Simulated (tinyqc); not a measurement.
From one set of inputs to another, one input at a time: Raman shift of the zone-centre optical phonon of a diamond-structure crystal under stress. Computed by tinyqc, a small Python program. Command: `OMP_NUM_THREADS=1 python tinyqc.py 3018068 3018069 out.jsonl ramanstress ladder`. One thread of a shared host (Intel(R) Xeon(R) Processor @ 2.30GHz), about 0.02 s of CPU time with the checks.

Axes x, y, z are the cube axes. Strain shifts the threefold optical mode and can split it; p, q and r are the phonon deformation potentials.

The inputs printed are set A. Set A is modelled on diamond; the values taken over come from a set modelled on silicon. Inputs not listed in the table keep their values of set A, so the rows need not describe a real material.

Inputs (values chosen for the exercise, modelled on diamond):
```
quantity                             value      unit
unstrained frequency omega_0          1333      1/cm
p/omega_0^2                           -2.7         -
q/omega_0^2                          -1.79         -
r/omega_0^2                          -1.89         -
C11                                   1077       GPa
C12                                  125.1       GPa
C44                                  579.8       GPa
stress sigma (tension positive)       -0.2       GPa
polarisation angle phi                  10    degree
temperature coefficient d omega/dT  -0.012  1/(cm K)
local temperature T                    520         K
laser wavelength                       364        nm
```

Stress state: uniaxial. Axis: [210].

Constants: h = 6.62607015e-34 J s; c = 299792458 m/s; k_B = 1.380649e-23 J/K.

Method:
- S11 = (C11 + C12)/D, S12 = -C12/D, D = (C11 - C12)(C11 + 2 C12), S44 = 1/C44.
- Uniaxial stress along the unit vector n of the axis: sigma_ij = sigma n_i n_j.
- eps_xx = S11 sigma_xx + S12 (sigma_yy + sigma_zz), and cyclic; eps_xy = S44 sigma_xy/2 (tensor strain).
- Secular matrix: M_xx = p eps_xx + q (eps_yy + eps_zz), M_xy = 2 r eps_xy; its eigenvalues are omega^2 - omega_0^2, and the shifts are these over 2 omega_0.
- Backscattering from a (001) surface: incident polarisation (cos phi, sin phi, 0). With Raman tensors (R_z)_xy = (R_z)_yx = 1 and cyclic, only the z component u_z of a mode counts: I = u_z^2 sin^2(2 phi) for parallel and u_z^2 cos^2(2 phi) for crossed polarisers. An unresolved line sits at the intensity-weighted shift, which is M_zz/(2 omega_0).
- A temperature above 300 K shifts the line by (d omega/dT)(T - 300 K); divided by the shift per stress it poses as a stress; the total shift adds it to the shift of the observed line. The anti-Stokes to Stokes ratio is [(omega_L + omega_0)/(omega_L - omega_0)]^3 exp(-h c omega_0/(k_B T)) in photon counts, omega_L = 1/wavelength, resonance effects left out.

Each row keeps all changes above it:
```
input moved                             from      to  shift of the observed line (1/cm)  anti-Stokes/Stokes ratio  total shift (1/cm)
set A                                      -       -                              0.168                    0.0335              -2.472
p/omega_0^2                             -2.7   -1.82                              0.179                    0.0335              -2.461
stress sigma (tension positive) (GPa)   -0.2     1.4                             -1.256                    0.0335              -3.896
unstrained frequency omega_0 (1/cm)     1333   521.1                             -0.491                    0.2650              -3.131
C44 (GPa)                              579.8   79.79                             -0.491                    0.2650              -3.131
local temperature T (K)                  520     310                             -0.491                    0.0998              -0.611
r/omega_0^2                            -1.89  -0.682                             -0.491                    0.0998              -0.611
q/omega_0^2                            -1.79   -2.33                             -0.659                    0.0998              -0.779
```

Which inputs carry the difference?

Shift of the observed line goes from 0.168 to -0.659, -0.827 in all. The largest single move comes from stress sigma (tension positive) (-1.44), and unstrained frequency omega_0 works against it (+0.765). anti-Stokes/Stokes ratio goes from 0.0335 to 0.0998, a factor 2.98 in all. The largest single move comes from unstrained frequency omega_0 (a factor 7.92), and local temperature T works against it (a factor 0.377). Total shift goes from -2.47 to -0.779, +1.69 in all. The largest single move comes from local temperature T (+2.52), and stress sigma (tension positive) works against it (-1.44). The single moves hold for this order of the switches; the total does not depend on the order.

Extremes, crossings and ranges named in words are read from the listed rows.
